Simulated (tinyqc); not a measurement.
Comparisons within one model: ionisation potential and affinity of a slab from the planar-averaged potential. A value that a table varies takes the place of the one given here.

A model of the planar-averaged electrostatic energy of an electron in a periodic cell of N1 periods of A (L1 = N1 n1 h) and N2 periods of vacuum (L2 = N2 n2 h), on z_j = j h: V(z) = f VA + (1 - f) VB + F t(z), VA = V1[0] + V1[1] cos(2 pi z/(n1 h)) + V1[2] cos(4 pi z/(n1 h)), VB the same with V2, n2 and z - L1. f = [tanh(z/w) - tanh((z - L1)/w) + tanh((z - L1 - L2)/w)]/2 + 1/2; t(z) = z - L1/2 in A and (L1/L2)(L1 + L2/2 - z) beyond, so that the cell is periodic.

Running mean over n points, periodic: for odd n the plain mean of the n points centred on j; for even n the n + 1 points with half weight at both ends. The macroscopic average applies the mean over n1 points and then over n2 points.

Parameters, chosen for this exercise (gap near that of GaN; not measured data): h = 0.3 angstrom (grid step); n1 = 5 (grid points per period of A); n2 = 6 (grid points per period of the vacuum filter); V1 = (-7.5, 3.46, -0.29) eV (mean and two harmonics of the potential in A); V2 = (0, 0, 0) eV (the same in vacuum); w = 0.4 angstrom (width of the interfaces); N1 = 4 (periods of A); N2 = 5 (periods of vacuum); F = 0.013 eV/angstrom (slope in A from opposite charges on the two interfaces).

## How thick the regions must be

N1 = N2 = N, no slope (F = 0); dV is read at j = floor(N n1/2) and N n1 + floor(N n2/2). The exact value is V2[0] - V1[0].

Results:

| N | L1 (angstrom) | dV (eV) | error (meV) |
|---|---|---|---|
| 1 | 1.50 | 3.4492 | -4050.75 |
| 2 | 3.00 | 7.1062 | -393.75 |
| 3 | 4.50 | 7.4802 | -19.82 |
| 4 | 6.00 | 7.4998 | -0.24 |
| 5 | 7.50 | 7.5000 | -0.01 |
| 6 | 9.00 | 7.5000 | 0.00 |

What can be read from the table?

The error is below 10 meV from N = 4 on. The two windows together span 3.30 angstrom and must fit between the interface tails, which fall as exp(-2 z/w); the errors at N = 2, 3 and 4 are -393.75, -19.82 and -0.24 meV.

## The choice of windows

dV read at j = 10 and 35 after means over the numbers of points listed; ripple is the spread over the five points around each.

Results:

| windows | dV (eV) | ripple in A (meV) | ripple in vacuum (meV) |
|---|---|---|---|
| none | 4.330 | 6067 | 10 |
| 5 only | 7.500 | 16 | 10 |
| 6 only | 7.981 | 862 | 10 |
| 6, 7 | 7.393 | 191 | 10 |
| 5, 6 | 7.500 | 16 | 10 |

Which rows can be used, and how does a wrong window show?

The last row matches both periods and lies 0 meV from the value of a thick cell, V2[0] - V1[0] = 7.500 eV. Against it the raw potential errs by -3.17 eV. Within 20 meV of it lie: 5 only. A window one point too long leaves a ripple of 862 meV in A, against 16 meV in the last row (of which the slope F makes 16 meV): the ripple is the sign to look for. Rows to use, with under 30 meV of ripple in both regions once the tilt is taken off: 5 only and 5, 6. A row with a large ripple can hit the right value only by chance.

(tinyqc, `OMP_NUM_THREADS=1 python tinyqc.py 1850151 1850152 out.jsonl`, Intel(R) Xeon(R) Processor @ 2.30GHz, 1 thread, shared host, about 0.01 s.)
